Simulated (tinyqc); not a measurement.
Inside a calculation. Model: ferroelectric switching by domains, regions with a spread of times with Merz's law.

Computed by the program tinyqc: `OMP_NUM_THREADS=1 python tinyqc.py 2860140 2860141 out.jsonl`, one thread of a shared Intel Xeon 2.30GHz, about 0.01 s for the whole run. Printed values are rounded.

A film poled to -Ps gets a pulse V of length t. Field E = V/d, characteristic time tau = t0 exp(Ea/E). The film consists of seven classes of regions, z = -3..3, with weights w_z proportional to exp(-z^2/2) and summing to one, and times tau_z = tau 10^(wd z); the switched share is f = sum w_z [1 - exp(-(t/tau_z)^m)]. P = Ps (2 f - 1).

Parameters, values chosen for the exercise:
```
symbol  value     unit                    meaning
Ps         37  uC/cm^2    switchable polarisation
t0      0.067       ns             time prefactor
Ea      10000    kV/cm           activation field
d          50       nm             film thickness
m           2                     Avrami exponent
V         8.9        V              pulse voltage
wd          1  decades  spread of switching times
tp         30       ns               pulse length
```

## Field and characteristic time

E = V/d, tau = t0 exp(Ea/E).

E = 1780 kV/cm
tau = 18.4472 ns

## Switched share of each class after the pulse

w_z, tau_z and f_z = 1 - exp(-(tp/tau_z)^m); f = sum w_z f_z.

```
z          w_z  tau_z (ns)      f_z
-3  0.00443305   0.0184472  1.00000
-2   0.0540056    0.184472  1.00000
-1    0.242036     1.84472  1.00000
0     0.399050     18.4472  0.92897
1     0.242036     184.472  0.02610
2    0.0540056     1844.72  0.00026
3   0.00443305     18447.2  0.00000
```

f = 0.677514
P after the pulse = 13.1360 uC/cm^2
